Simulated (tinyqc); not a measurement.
Thermal, flicker and telegraph noise of a field-effect transistor. From one set of inputs to another, one input at a time. Computed by tinyqc, a small Python program. Command: `OMP_NUM_THREADS=1 python tinyqc.py 3015436 3015437 out.jsonl noise ladder`. One thread of a shared host (Intel(R) Xeon(R) Processor @ 2.30GHz), about 0.01 s of CPU time with the checks.

Strong inversion, threshold roll-off and channel-length modulation left out; noise sources are uncorrelated and are given as one-sided spectral densities.

The inputs printed are set A. Set A is modelled on a silicon n-channel; the values taken over come from a set modelled on a high-k silicon transistor. Inputs not listed in the table keep their values of set A, so the rows need not describe a real material.

Inputs (values chosen for the exercise, modelled on a silicon n-channel):

| quantity | value | unit |
|---|---|---|
| width W | 88 | micrometre |
| length L | 870 | nm |
| electrical oxide thickness t | 1.9 | nm |
| mobility mu | 110 | cm^2/(V s) |
| saturation velocity v_s | 1 | 1e7 cm/s |
| overdrive V_ov | 0.42 | V |
| thermal noise factor gamma | 1.1 | - |
| oxide trap density N_t | 7.2e+16 | 1/(eV cm^3) |
| oxide barrier phi | 2.7 | eV |
| oxide mass m_ox | 0.22 | m_0 |
| frequency f | 50 | Hz |
| temperature T | 300 | K |

Operating region: saturation. Flicker model: number fluctuation.

Constants: eps_0 = 8.8541878128e-12 F/m; hbar = 1.054571817e-34 J s; m_0 = 9.1093837015e-31 kg; e = 1.602176634e-19 C; k_B = 8.617333262e-05 eV/K; k_B = 1.380649e-23 J/K.

Method:
- C_ox = 3.9 eps_0/t; V_c = 2 v_s L/mu; I = W C_ox v_s V_ov^2/(V_ov + V_c); g_m = W C_ox v_s V_ov (V_ov + 2 V_c)/(V_ov + V_c)^2; g_d0 = mu C_ox (W/L) V_ov.
- Tunnelling length lambda = hbar/(2 sqrt(2 m_ox phi)); flat-band noise S_Vfb = e^2 k_B T lambda N_t/(W L C_ox^2 f). S_I = g_m^2 S_Vfb.
- Thermal: S_I = 4 k_B T gamma g_d0; input-referred S_V = S_I/g_m^2; corner f_c where flicker equals thermal.
- Total input noise from 1 Hz to f_c: sqrt(S_V,thermal [f_c ln(f_c/1 Hz) + f_c - 1 Hz]).

Each row keeps all changes above it:

| input moved | from | to | input-referred thermal noise (nV/sqrt(Hz)) | flicker S_I/I^2 (1/Hz) | g_m (microsiemens) |
|---|---|---|---|---|---|
| set A | - | - | 1.523 | 1.0572e-13 | 8166.4 |
| width W (micrometre) | 88 | 0.75 | 16.502 | 1.2404e-11 | 69.6 |
| length L (nm) | 870 | 29 | 6.687 | 2.3137e-10 | 940.8 |
| overdrive V_ov (V) | 0.42 | 0.48 | 6.796 | 1.6968e-10 | 989.6 |
| oxide barrier phi (eV) | 2.7 | 2.4 | 6.796 | 1.7997e-10 | 989.6 |
| mobility mu (cm^2/(V s)) | 110 | 220 | 7.981 | 1.4227e-10 | 1191.8 |
| oxide trap density N_t (1/(eV cm^3)) | 7.2e+16 | 4.5e+18 | 7.981 | 8.8917e-09 | 1191.8 |

Input-referred thermal noise goes from 1.52 to 7.98, a factor 5.24 in all. The largest single move comes from width W (a factor 10.8), and length L works against it (a factor 0.405). Flicker S_I/I^2 goes from 1.06e-13 to 8.89e-9, a factor 84100 in all. The largest single move comes from width W (a factor 117). g_m goes from 8170 to 1190, a factor 0.146 in all. The largest single move comes from width W (a factor 0.00852), and length L works against it (a factor 13.5). The single moves hold for this order of the switches; the total does not depend on the order.

Caution (rows width W, length L, overdrive V_ov, oxide barrier phi, mobility mu, oxide trap density N_t): fewer than one trap per decade of time constant is active, so one device shows telegraph steps and the 1/f law is only a mean over many devices.

Extremes, crossings and ranges named in words are read from the listed rows.
